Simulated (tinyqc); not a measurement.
# Worked calculation: punch-through p+-n junction, ionisation integral and breakdown

Computed by the program tinyqc: `OMP_NUM_THREADS=1 python tinyqc.py 2120022 2120023 out.jsonl`, one thread of a shared Intel Xeon 2.30GHz, about 0.08 s for the whole run. Printed values are rounded.

A p+ layer at x < 0 and an n drift layer from x = 0 to L on an n+ substrate. Depletion approximation, built-in voltage neglected. Local ionisation coefficients alpha_n = an exp(-(bn/E)^mx), alpha_p = ap exp(-(bp/E)^mx). Electrons move towards +x, holes towards x = 0.

Inputs (values chosen for the exercise); material values close to those of 4H silicon carbide: relative permittivity eps_r = 9.69; prefactor of the electron ionisation coefficient an = 1.68e8 1/cm; field constant for electrons bn = 3.14e7 V/cm; prefactor of the hole ionisation coefficient ap = 3.54e8 1/cm; field constant for holes bp = 2.5e7 V/cm; exponent mx = 1; donor density of the drift layer N = 9e16 cm^-3; thickness of the drift layer L = 1.3 um; reverse voltage V = 257 V; share of the depleted width that the grid covers fr = 1.

Constants: q = 1.602176634e-19 C, eps0 = 8.8541878128e-14 F/cm where lengths are in cm. Results are converted to the units shown.

## Field and ionisation coefficients on a grid

W = sqrt(2 eps0 eps_r V/(q N)), peak field E0 = q N W/(eps0 eps_r), falling linearly to 0 at W; if W > L the layer is punched through: W = L, E0 = V/L + q N L/(2 eps0 eps_r), falling linearly to E1 = V/L - q N L/(2 eps0 eps_r). Grid: 12 equal steps from 0 to fr W.

W = 1.3 um

```
point,x (um),E (kV/cm),alpha_n (1/cm),alpha_p (1/cm)
0,0.00000,3069.35,6059.04,1.02721e5
1,0.10833,2887.28,3178.59,61460.1
2,0.21667,2705.21,1528.81,34316.5
3,0.32500,2523.14,661.596,17615.1
4,0.43333,2341.07,251.334,8151.15
5,0.54167,2158.99,81.0989,3312.12
6,0.65000,1976.92,21.2468,1140.12
7,0.75833,1794.85,4.24181,316.106
8,0.86667,1612.78,0.588595,65.6029
9,0.97500,1430.71,0.0494050,9.12429
10,1.08333,1248.64,0.00201334,0.713882
11,1.19167,1066.56,2.75132e-5,0.0234019
12,1.30000,884.493,6.42105e-8,1.87829e-4
```

## Ionisation integrals by the trapezoid rule

G(x) = integral from 0 to x of (alpha_n - alpha_p); I_n = integral of alpha_n exp(-G) (electrons injected at x = 0), I_p = integral of alpha_p exp(G(end) - G) (holes injected at the far edge); M = 1/(1 - I). All integrals by the trapezoid rule on the grid.

```
point,G,alpha_n exp(-G) (1/cm)
0,0.00000,6059.04
1,-0.83928,7357.46
2,-1.33257,5795.34
3,-1.60200,3283.46
4,-1.73662,1427.11
5,-1.79691,489.11
6,-1.82048,131.19
7,-1.82822,26.40
8,-1.83027,3.67
9,-1.83067,0.31
10,-1.83072,0.01
11,-1.83072,0.00
12,-1.83072,0.00
```

I_n = 0.233389
I_p = 0.845470
M_n = 1.30444
M_p = 6.47123

A grid of 1500 steps over the whole width gives I_n = 0.2315 and I_p = 0.8716; the coarse I_n is 0.83 % above and the coarse I_p 3.0 % below those values. Holes multiply more: on this coarse grid M - 1 is 18.0 times as large for them.

## Breakdown voltage by secant steps

G(x) = integral from 0 to x of (alpha_n - alpha_p); I_n = integral of alpha_n exp(-G) (electrons injected at x = 0), I_p = integral of alpha_p exp(G(end) - G) (holes injected at the far edge); M = 1/(1 - I). Secant steps on ln I_n(V) = 0 with the integrals on a fine grid (1500 steps), from the points V = 219 and 261 V; stop when the step is below 1e-7 of V.

Course of the iteration:
```
step,V (V),I_n,change of V (V)
1,261,0.291115,24.5
2,285.479,1.52525,-6.24
3,279.239,0.951157,0.662
4,279.901,0.998120,0.0258
5,279.927,1.00001,-1.19e-4
6,279.927,1.00000,2.04e-8
```

Breakdown at 279.93 V, with a peak field of 3246 kV/cm and W = 1.300 um. The integral for holes reaches 1 at the same voltage.
